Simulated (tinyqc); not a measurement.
Worked calculation: Raman line shape of confined optical phonons and breathing modes of small crystals. Computed by tinyqc, a small Python program that keeps every step. Command: `OMP_NUM_THREADS=1 python tinyqc.py 3029472 3029473 out.jsonl confine walk`. One thread of a shared host (Intel(R) Xeon(R) Processor @ 2.30GHz), about 0.02 s of CPU time with the checks. Intermediate numbers are printed to about 7 digits and carried at full precision; extremes and crossings named in words are read from the listed rows.

Confinement in 1 direction(s) lets phonons with q away from zero scatter light. q is in units of 2 pi/a, from 0 to 1, and the branch is isotropic: omega(q)^2 = (omega_0^2 + omega_X^2)/2 + ((omega_0^2 - omega_X^2)/2) cos(pi q). The model and its constant beta are phenomenological; beta = 8 is the common choice.

Inputs (values chosen for the exercise, modelled on germanium):
```
quantity                                value      unit
bulk frequency omega_0                  300.8      1/cm
frequency at the zone boundary omega_X    246      1/cm
natural width Gamma_0                     3.1      1/cm
lattice constant a                      5.658  angstrom
size L                                    8.7        nm
confinement constant beta                   4         -
probe offset omega - omega_0             -7.9      1/cm
longitudinal velocity                    5190       m/s
transverse velocity                      3250       m/s
```

Shape: film.

Constants: c = 299792458 m/s.

## Range of wave vectors

Weight W(q) = q^0 exp(-(2 L q/a)^2/(2 beta)) dq, that is exp(-k^2 L^2/(2 beta pi^2)) for k = 2 pi q/a. Width q_c = a sqrt(2 beta)/(2 L), where the exponential falls to 1/e; curvature of the branch: omega(q) = omega_0 - c q^2, c = pi^2 (omega_0^2 - omega_X^2)/(8 omega_0); for small q_c the mean of q^2 is (number of confined directions) q_c^2/2, and the mean shift is -c times that.

q_c = 0.09197265 2 pi/a

curvature c = 122.8969 1/cm

mean shift, quadratic estimate = -0.5197905 1/cm

omega(q_c) - omega_0 = -1.034146 1/cm

## Intensity at one frequency

I(omega) = int W(q) / [(omega - omega(q))^2 + (Gamma_0/2)^2] dq / int W dq x (Gamma_0/2)^2, by 400 Gauss-Legendre points on 0 < q < min(1, 2.5 a sqrt(2 beta)/L). Bulk Lorentzian 1/(1 + (2 offset/Gamma)^2); mean shift = weighted mean of omega(q) less the bulk frequency.

I at the probe offset = 0.04417904

bulk Lorentzian there = 0.03706847

mean shift, from the weights = -0.5157161 1/cm

## Peak, width and asymmetry

The peak is the maximum of I; the width is taken between the half-maximum points, and the asymmetry is the low-side half-width over the high-side one.

peak shift = -0.3333 1/cm

full width = 3.5525 1/cm

asymmetry = 1.1512

peak height (bulk = 1) = 0.90471

The peak moves 65 % as far as the mean: the tail on the low side carries the rest. A shift without broadening or asymmetry would point to stress, not size.

## Line shape against size

The formulas are those given above.

Line shape:
```
L (nm)  peak shift (1/cm)  full width (1/cm)  asymmetry  mean shift, quadratic estimate (1/cm)
3                -0.72625             5.8819     2.0992                              -4.371438
3.6               -0.6725             5.3098     1.8585                              -3.035721
4.4              -0.60378             4.7602     1.6313                              -2.032177
5.5              -0.51825             4.2544     1.4262                              -1.300593
7                -0.42038             3.8314     1.2587                             -0.8029173
10               -0.28076             3.4196     1.1015                             -0.3934295
15               -0.15418             3.1952     1.0233                             -0.1748575
25               -0.06143             3.1147     1.0019                            -0.06294871
```

The peak shift falls with exponent -0.42 at the small end and -1.80 at the large end. For still larger L it tends to the mean shift, which goes as 1/L^2; the ratio is 0.17 in the first row and 0.98 in the last. The width exceeds Gamma_0 by over 10 % for L up to 10 nm. In a film the weight is largest at q = 0, so the peak hardly moves and a tail grows instead.

## Thickness mode of the free film

The lowest longitudinal standing wave has half a wavelength across the film: f = v_L/(2 L); the lowest shear one f = v_T/(2 L).

breathing frequency = 298.2759 GHz

shear frequency = 186.7816 GHz

breathing wavenumber = 9.949412 1/cm

Checks made by the program: mean shift of a large crystal against the quadratic estimate (relative difference 1e-05).
